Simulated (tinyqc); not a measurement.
# Changing the temperature T

Model: BCS gap equation with a constant attraction inside the Debye window. Computed by tinyqc, a small Python program. Command: `OMP_NUM_THREADS=1 python tinyqc.py 3027980 3027981 out.jsonl bcs sweep`. One thread of a shared host (Intel(R) Xeon(R) Processor @ 2.30GHz), about 0.01 s of CPU time with the checks.

Pairs attract with strength V for |xi| < k_B Theta; N(0) is the density of states for one spin. Energies are given as temperatures (E/k_B, in K) unless marked.

Inputs (values chosen for the exercise, modelled on vanadium): coupling N(0)V = 0.229; Debye temperature Theta = 379 K; junction resistance R_n = 15 kilo-ohm.

Solver: secant.

Constants: k_B = 8.617333262e-05 eV/K; hbar = 1.054571817e-34 J s; e = 1.602176634e-19 C; h = 6.62607015e-34 J s.

Method:
- Gap equation: 1/(N(0)V) = I(Delta, T) = int_0^Theta tanh(E/2T)/E d xi, E = sqrt(xi^2 + Delta^2); 64 Gauss-Legendre points in y with xi = max(Delta, T) sinh(y).
- Residual r = N(0)V I - 1, with Delta_0 = Theta/sinh(1/(N(0)V)). Secant steps in Delta^2, from Delta_0 and 0.9 Delta_0, with Delta^2 kept at or above 1e-6 K^2. Stop when |r| < 1e-9 or after 40 steps.
- Ambegaokar-Baratoff: I_c R_n = (pi Delta/(2e)) tanh(Delta/2T); Josephson energy E_J = hbar I_c/(2e), given as E_J/h; inductance hbar/(2 e I_c); thermal quasiparticle fraction x = n_qp/(2 N(0) Delta) = sqrt(2 pi T/Delta) exp(-Delta/T), valid for T well below Delta.

One run for each value:

| temperature T (K) | Delta(T) (K) | I_c R_n (microvolt) | Josephson inductance (nH) | quasiparticle fraction x |
|---|---|---|---|---|
| 0.545 | 9.622 | 1302 | 3.79 | 1.283e-08 |
| 1.070 | 9.621 | 1302 | 3.79 | 1.041e-04 |
| 1.590 | 9.599 | 1293 | 3.82 | 2.437e-03 |
| 2.110 | 9.501 | 1258 | 3.92 | 1.309e-02 |
| 2.630 | 9.269 | 1183 | 4.17 | 3.935e-02 |
| 3.150 | 8.856 | 1063 | 4.64 | 8.987e-02 |
| 3.670 | 8.210 | 897 | 5.50 | 1.789e-01 |
| 4.190 | 7.253 | 686 | 7.19 | 3.374e-01 |
| 4.720 | 5.786 | 428 | 11.54 | 6.646e-01 |
| 5.240 | 3.257 | 133 | 37.18 | 1.708e+00 |

Over the rows, Delta(T) (K) falls from 9.62 to 3.26 (exponent d ln y / d ln x -1.5e-4 between the first rows and -5.5 between the last); I_c R_n (microvolt) falls from 1300 to 133 (exponent d ln y / d ln x -5.2e-4 between the first rows and -11 between the last); Josephson inductance (nH) rises from 3.79 to 37.2 (exponent d ln y / d ln x 5.2e-4 between the first rows and 11 between the last). At the low end the exponent of Delta(T) is 0.00, close to 0: the gap is flat at low T. Thermal quasiparticles block pairing states; they are exponentially few at low T, and near T_c the gap closes as sqrt(1 - T/T_c). I_c R_n goes as Delta^2/T there, so the inductance diverges.

Caution (rows 3.67, 4.19, 4.72, 5.24): T is not small against Delta, so the quasiparticle formula is only a rough guide.
